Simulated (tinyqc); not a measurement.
Read current of a NAND string, cells in series solved by shooting: one step of the calculation.

Cells in series, numbered from 0 at the source line (0 V) to the bit line, each followed by a gap resistance Rg. A cell with gate Vg, threshold VT, source Vs and drain Vd passes I = 2 nf K Vt^2 [F(Vs) - F(Vd)]/(1 + th max(Vg - VT, 0)), F(V) = ln^2(1 + exp((Vg - VT - nf V)/(2 nf Vt))). The selected cell has Vg = Vr, the others Vg = Vp.

Task. Node voltages for a trial current. For a trial current I start at 0 V and, cell by cell (the selected one is cell 4), solve for the drain: sqrt(F(Vd)) = sqrt(F(Vs) - I/k), k = 2 nf K Vt^2/(1 + th max(Vg - VT, 0)), Vd = [Vg - VT - 2 nf Vt ln(exp(sqrt F) - 1)]/nf, then add I Rg.

Values chosen for this exercise; values of the order met in vertical NAND strings:
```
symbol  value    unit                                 meaning
T         358       K                             temperature
K         7.6  uA/V^2                   gain factor of a cell
nf        1.7                                    slope factor
th       0.13     1/V               mobility reduction factor
Rg        2.8    kohm     resistance of the gap between cells
Vbl       0.5       V                        bit-line voltage
Vp        6.6       V                            pass voltage
Vr       2.97       V  read voltage on the selected word line
```

Constants: q = 1.602176634e-19 C, kB = 1.380649e-23 J/K, Vt = kB T/q. Results are converted to the units shown.

second trial current = 0.8 uA
thresholds from the source end, cell 0 to 4 (V): -0.5  -0.5  -0.5  4.3  2

Find: node voltage after each cell and gap, trial 2.

Result.

node voltage after each cell and gap, trial 2, cell 0 to 4 (V): 0.03085  0.06191  0.09319  0.1610  0.4085

Computed by the program tinyqc: `OMP_NUM_THREADS=1 python tinyqc.py 2142227 2142228 out.jsonl`, one thread of a shared Intel Xeon 2.30GHz, about 0.6 s for the whole run.
